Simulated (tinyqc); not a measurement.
Nanowire ballistic transistor, top-of-the-barrier model: course of the iteration: self-consistent potential at the barrier top.

At the top of the source barrier, states moving towards the drain are filled by the source (Fermi level 0) and states moving back by the drain (Fermi level -q Vd); nothing scatters. U is the shift of the band edge there, set by the capacitances CG, CD and CS (the total) and by the charge. Parabolic one-dimensional subband; the source is grounded.

eta1 = -(E0 + U)/Vt, eta2 = eta1 - Vd/Vt, n = (N0/2)[F_(-1/2)(eta1) + F_(-1/2)(eta2)], F_(-1/2)(x) = (1/sqrt(pi)) int_0^infinity u^(-1/2)/(1 + exp(u - x)) du. U(out) = UL + q (n - n0)/CS. U(new) = U + 0.2 (U(out) - U).

Stop when U changes by less than 1e-9 eV, or after 90 iterations.

Parameters, values chosen for the exercise; mass and valleys close to those of silicon (two valleys):
- T = 150 K (temperature)
- E0 = 0.18 eV (band edge at the barrier top above the source Fermi level at zero bias)
- Vd = 0.5 V (drain voltage)

Constants: q = 1.602176634e-19 C, kB = 1.380649e-23 J/K, Vt = kB T/q. Results are converted to the units shown.

U at the start (U = UL) = -0.3724 eV
N0 = 2.93192e6 cm^-1
CS = 9.77491 pF/cm
n0 = 2.62675 cm^-1
UL = -0.3724 eV

Course of the iteration:
```
iteration     U (eV)  |change| (eV)
1          -0.351519         0.0209
2          -0.335990         0.0155
3          -0.324489         0.0115
4          -0.316004        8.49e-3
5          -0.309762        6.24e-3
6          -0.305183        4.58e-3
7          -0.301830        3.35e-3
8          -0.299378        2.45e-3
9          -0.297588        1.79e-3
...              ...            ...
47         -0.292779        1.02e-8
48         -0.292779        7.43e-9
49         -0.292779        5.41e-9
50         -0.292779        3.94e-9
51         -0.292779        2.86e-9
52         -0.292779        2.08e-9
53         -0.292779        1.52e-9
54         -0.292779        1.10e-9
55         -0.292779       8.03e-10
```

Did this iteration meet its convergence test, and what does its course show?

Yes. Converged in 55 iterations. At the end each change is about 0.73 times the one before: linear convergence.

Computed by the program tinyqc: `OMP_NUM_THREADS=1 python tinyqc.py 2400039 2400040 out.jsonl`, one thread of a shared Intel Xeon 2.30GHz, about 0.06 s for the whole run.
